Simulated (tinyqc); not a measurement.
# Holstein polaron on two sites, step by step

A worked calculation. Computed by tinyqc, a small Python program that keeps every step. Command: `OMP_NUM_THREADS=1 python tinyqc.py 3026847 3026848 out.jsonl holstein walk`. One thread of a shared host (Intel(R) Xeon(R) Processor @ 2.30GHz), about 0.01 s of CPU time with the checks. Intermediate numbers are printed to about 6 digits and carried at full precision; extremes and crossings named in words are read from the listed rows.

One electron on sites 1 and 2: H = -t (c1+ c2 + c2+ c1) + hbar omega sum_i b_i+ b_i - g hbar omega sum_i n_i (b_i + b_i+). The symmetric phonon shifts the energy by -g^2 hbar omega/2 and drops out; with b = (b_1 - b_2)/sqrt(2) there remains H = -t sigma_x + hbar omega b+ b - (g hbar omega/sqrt(2)) sigma_z (b + b+). Parity splits it into blocks p = +1 and -1 over phonon numbers n. Zero-point energies are left out. Weights Z refer to mode b alone; the displaced symmetric mode multiplies the full zero-phonon weight by exp(-g^2/2).

Inputs (values chosen for the exercise, for a model dimer):
```
quantity                  value  unit
hopping t                    14   meV
phonon energy hbar omega   89.6   meV
coupling g                0.968     -
phonon levels kept N          6     -
```

## Energy scales

Polaron binding energy E_p = g^2 hbar omega; ratio E_p/t (the adiabatic potential has two wells when it exceeds 1); adiabaticity hbar omega/t.

E_p = 83.9574 meV

E_p/t = 5.99695

hbar omega/t = 6.4

## The even block in a small basis

Block p: H_nn = n hbar omega - p t (-1)^n - g^2 hbar omega/2, H_(n,n+1) = -(g hbar omega/sqrt(2)) sqrt(n + 1). Take p = +1 and n = 0..N-1.

H, even block (meV), lower triangle (symmetric):
```
         1        2         3         4         5        6
1  -55.979
2  -61.329   61.621
3    0.000  -86.733   123.221
4    0.000    0.000  -106.226   240.821
5    0.000    0.000     0.000  -122.659   302.421
6    0.000    0.000     0.000     0.000  -137.137  420.021
```

## Levels in the small basis

Diagonalise H; the eigenvector has its largest component positive; Z is the weight of n = 0.

levels (meV): -90.477  1.219  104.425  199.020  347.501  530.440

lowest eigenvector: 0.843253  0.474337  0.235547  0.086565  0.029821  0.008011

Z in the small basis = 0.711075

## Converged results

Use 60 levels in both blocks; Z = c_0^2 is the weight of n = 0 in the ground state c; the splitting is the lowest odd level less the lowest even one, which without coupling is the smaller of 2t and hbar omega; <sigma_x> = sum (-1)^n c_n^2 measures the kinetic energy.

ground-state energy = -90.4800 meV

weight Z of n = 0 in mode b = 0.710970

mean phonon number in b = 0.362657

splitting = 10.8420 meV

splitting/(2t) = 0.387215

<sigma_x> = 0.534803

The small basis misses the ground-state energy by 0.00301 meV.

## Approximations to the ground state

Second order: E = -t - E_p/2 - (E_p/2) hbar omega/(hbar omega + 2t). Lang-Firsov: E = -E_p - t exp(-g^2). Variable displacement: E(x) = -E_p/2 - t exp(-g^2 x^2) - (E_p/2)(2x - x^2), minimised over 0 <= x <= 1. Adiabatic, classical lattice: E = -E_p/2 - t for E_p < t, else -E_p - t^2/(2 E_p); it leaves out the change of zero-point energy.

Ground-state energy (meV):
```
method                        E  E - exact
second order in g      -87.9624    2.51752
Lang-Firsov            -89.4424    1.03751
variable displacement  -90.1368    0.34311
adiabatic, classical   -85.1246    5.35534
```

best displacement x = 0.86598

Closest here is variable displacement (+0.34 meV), furthest adiabatic, classical (+5.36 meV), at hbar omega/t = 6.40 and E_p/t = 6.00. Lang-Firsov and variable displacement are variational and lie above the exact value. The Lang-Firsov narrowing exp(-g^2) = 0.392 compares with the exact splitting ratio 0.387.

Checks made by the program: 60 against 80 levels (relative difference below 1e-10); Hellmann-Feynman: dE/dt = -<sigma_x> (relative difference below 1e-10).
